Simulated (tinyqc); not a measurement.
# Four-point probe, van der Pauw, Hall and spreading-resistance readings of a semiconductor layer, step by step

A worked calculation. Computed by tinyqc, a small Python program that keeps every step. Command: `OMP_NUM_THREADS=1 python tinyqc.py 3114102 3114103 out.jsonl probe walk`. One thread of a shared host (Intel(R) Xeon(R) Processor @ 2.30GHz), about 0.01 s of CPU time with the checks. Intermediate numbers are printed to about 6 digits and carried at full precision; extremes and crossings named in words are read from the listed rows.

The layer is uniform and ohmic; contacts are points unless a radius is given.

Inputs (values chosen for the exercise, modelled on n-type silicon):

| quantity | value | unit |
|---|---|---|
| carrier density n | 4.9e+19 | 1/cm^3 |
| drift mobility mu | 94.6 | cm^2/(V s) |
| layer thickness t | 180 | micrometre |
| probe spacing s | 0.5 | mm |
| current I | 0.1 | mA |
| side ratio a/b of the van der Pauw rectangle | 2.4 | - |
| magnetic field B | 0.55 | T |
| Hall factor r_H | 1.1 | - |
| wafer diameter over spacing D/s | 150 | - |

Backing of the layer: insulating.

Constants: e = 1.602176634e-19 C.

## Resistivity and sheet resistance

rho = 1/(e n mu); R_s = rho/t.

resistivity rho = 0.00134649 ohm cm

sheet resistance R_s = 0.0748049 ohm/square

## Four-point voltage

Collinear probes with equal spacing on a layer with insulating backing: images at depth 2 m t give V = (rho I/(2 pi s)) G, G = 1 + 4 sum_(m>=1) [1/sqrt(1 + (2 m u)^2) - 1/sqrt(4 + (2 m u)^2)], u = t/s; the sum runs to m = 20000, with the tail 3/(32 u^3 M^2) added to the sum for M = 20000. Limits: thick, rho = 2 pi s V/I; thin on an insulator, rho = (pi/ln 2) t V/I.

t/s = 0.36

G = 3.85157

voltage V = 0.00165079 mV

rho by the thick formula = 0.00518609 ohm cm

rho by the thin formula = 0.00134675 ohm cm

The thick formula is off by +285.2 % and the thin one by 0.0 %.

## Thickness correction

The last two columns give rho(formula)/rho for rho = 2 pi s V/I and rho = (pi/ln 2) t V/I.

Correction against t/s:

| t/s | G | thick formula | thin formula |
|---|---|---|---|
| 0.1 | 13.8629 | 13.8629 | 1.00000 |
| 0.2 | 6.9315 | 6.9315 | 1.00000 |
| 0.3 | 4.6211 | 4.6211 | 1.00003 |
| 0.5 | 2.7799 | 2.7799 | 1.00264 |
| 0.7 | 2.0175 | 2.0175 | 1.01871 |
| 1.0 | 1.5045 | 1.5045 | 1.08524 |
| 1.5 | 1.1973 | 1.1973 | 1.29547 |
| 2.0 | 1.0939 | 1.0939 | 1.57814 |
| 3.0 | 1.0306 | 1.0306 | 2.23037 |
| 5.0 | 1.0070 | 1.0070 | 3.63194 |

The thin formula holds to 1 % up to t/s = 0.5 and the thick one holds to 1 % from t/s = 5.

## Finite wafer

For a thin circular wafer probed at its centre, R_s = C V/I with C = pi/(ln 2 + ln[((D/s)^2 + 3)/((D/s)^2 - 3)]).

factor C = 4.53062

error if pi/ln 2 is used = 0.0384719 %

## The two van der Pauw resistances

Thin rectangle with point contacts at the corners; for R_B current and voltage contacts lie along the two sides of length a, for R_A along those of length b: exp(-pi R_A/R_s) = (theta_4/theta_3)^4, exp(-pi R_B/R_s) = (theta_2/theta_3)^4 with q = exp(-pi a/b), theta_2 = 2 sum_(m>=0) q^((m + 1/2)^2), theta_3 = 1 + 2 sum_(m>=1) q^(m^2), theta_4 = 1 + 2 sum_(m>=1) (-1)^m q^(m^2).

R_A = 2.02487e-04 ohm

R_B = 0.113614 ohm

ratio R_B/R_A = 561.095

## Solving the van der Pauw equation

Solve exp(-pi z R_A) + exp(-pi z R_B) = 1 for z = 1/R_s by seven Newton steps from z = 2 ln 2/(pi (R_A + R_B)); f = R_s 2 ln 2/(pi (R_A + R_B)).

Steps:

| step | 1/z (ohm) | left side less 1 |
|---|---|---|
| 0 | 0.257930 | 2.48154e-01 |
| 1 | 0.150793 | 8.95496e-02 |
| 2 | 0.108017 | 3.08500e-02 |
| 3 | 0.086933 | 9.18580e-03 |
| 4 | 0.077438 | 1.77807e-03 |
| 5 | 0.074971 | 1.08943e-04 |
| 6 | 0.074806 | 4.74873e-07 |

R_s found = 0.0748049 ohm/square

correction f = 0.290021

Averaging R_A and R_B without f would overstate R_s by 244.8 %.

## Hall reading

V_H = r_H I B/(e n t); apparent density n/r_H; Hall mobility r_H mu; Hall angle tan = r_H mu B (SI).

Hall voltage = 4.28131e-05 mV

apparent density = 4.45455e+19 1/cm^3

Hall mobility = 104.06 cm^2/(V s)

tangent of the Hall angle = 0.0057233

Checks made by the program: thin limit of G, 2 ln 2/u at u = 0.02 (relative difference below 1e-10); R_s recovered (relative difference 2e-10).
